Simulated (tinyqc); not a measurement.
Implant damage, amorphisation by cascade overlap, and solid-phase epitaxial regrowth: one step, computed by the program tinyqc.

Range and width of the damage are inputs. Dynamic annealing enters only through the surviving share f.

Problem. Overlap model. Gibbons model: a point turns amorphous after n + 1 hits; with y = A_i Q the amorphous share is 1 - exp(-y) sum_(k=0..n) y^k/k!. Doses are set by y.

Inputs (values chosen for the exercise, modelled on fluorine ions in germanium): overlaps needed n = 1; area amorphised by one track A_i = 1 nm^2.

Give: the table «Amorphous share» with the columns Q (1/cm^2), direct impact (n = 0), given n, for y = 0.1, 0.3, 0.6, 1.0, 2.0, 3.0, 5.0, 8.0.

Solution.

Amorphous share:
```
y    Q (1/cm^2)  direct impact (n = 0)  given n
0.1    1.00e+13                0.09516  0.00468
0.3    3.00e+13                0.25918  0.03694
0.6    6.00e+13                0.45119  0.12190
1.0    1.00e+14                0.63212  0.26424
2.0    2.00e+14                0.86466  0.59399
3.0    3.00e+14                0.95021  0.80085
5.0    5.00e+14                0.99326  0.95957
8.0    8.00e+14                0.99966  0.99698
```

At small y the share grows as y^2; between the first rows the exponent is 1.88.
